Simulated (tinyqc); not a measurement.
FinFET, parasitic resistance, capacitance and delay: what each parasitic element costs.

Nf fins under one contact; each has gated perimeter p = 2 Hf + Wf and cross-section A = Hf Wf; contact width Wc = Nf pf, stack height Hs = Hf. Contact length Lc = CPP - Lg - 2 Lsp, shared by two neighbouring gates. Source and drain sides are equal. The formulas are first-order estimates, not field solutions.

Epitaxy sheet resistance Rsh = re/te, transfer length LT = sqrt(rc/Rsh), contact Rc = [sqrt(rc Rsh)/Wc] coth(Lc/(2 LT)); extension of one fin Rx = rx Lsp/A. With N fins: gate Cg = Cinv p N Lg; per side, plate Cp = ks eps0 [Wc (Hs + Hc) - N A]/Lsp, top fringe Cf = (2/pi) ks eps0 Wc ln(1 + Lg/(2 Lsp)), overlap Co = Cinv p N Lov. One fin: I = p Q vx u/(1 + |u|^1.8)^(1/1.8), Q = Cinv n Vt ln(1 + exp((Vg' - VT + dl Vd')/(n Vt))), u = Vd' mu/(vx Lg), Vg' = Vgs - v, Vd' = Vds - 2 v, with the drop on each side v = Rc (sum of I) + Rx I. Ieff = [I(Vgs = Vdd, Vds = Vdd/2) + I(Vdd/2, Vdd)]/2, total currents. With Cs = Cp + Cf + Co, the load of an inverter of two such devices driving an equal one is CL = 2 (Cg + 2 Cs) + 4 Cs + Cw (own drains counted twice for the Miller effect); delay CL Vdd/(2 Ieff). Each row removes one element and keeps the rest.

Values chosen for this exercise; values close to those of silicon logic devices:
```
symbol    value        unit                                  meaning
T           300           K                              temperature
Nf            2                                       number of fins
Hf           50          nm                               fin height
Wf            6          nm                                fin width
pf           42          nm                                fin pitch
CPP          45          nm                     contacted gate pitch
Lg           14          nm                              gate length
Lsp           6          nm                            spacer length
ks            7                  relative permittivity of the spacer
Hc           30          nm      gate height above the channel stack
rc       3.5e-9    ohm cm^2                      contact resistivity
re      0.00061      ohm cm  resistivity of the source-drain epitaxy
te           30          nm    current-carrying depth of the epitaxy
rx      0.00042      ohm cm             resistivity of the extension
Lov           1          nm                             gate overlap
Cinv        3.3     uF/cm^2                    inversion capacitance
vx        1.3e7        cm/s                       injection velocity
mu          190  cm^2/(V s)                        apparent mobility
VT          0.2           V          threshold at zero drain voltage
dl        0.059         V/V                         barrier lowering
n           1.2                                  subthreshold factor
Cw         0.24          fF                                wire load
Vdd        0.65           V                           supply voltage
```

Constants: q = 1.602176634e-19 C, kB = 1.380649e-23 J/K, eps0 = 8.8541878128e-12 F/m, Vt = kB T/q. Results are converted to the units shown.

One element removed at a time:
```
	Ieff (uA)	CL (aF)	delay (ps)
as given	161.5	1018	2.049
no contact resistance	261.5	1018	1.266
no extension resistance	168.5	1018	1.963
air spacer (ks = 1)	161.5	567.0	1.141
no overlap	161.5	962.1	1.936
no wire	161.5	778.1	1.566
```

What do the numbers show?

Gains in delay, largest first: air spacer (ks = 1) 44 %, no contact resistance 38 %, no wire 24 %, no overlap 5.5 %, no extension resistance 4.2 %.

tinyqc, about 0.02 s, one thread, Intel Xeon 2.30GHz (shared host): `OMP_NUM_THREADS=1 python tinyqc.py 2170009 2170010 out.jsonl`
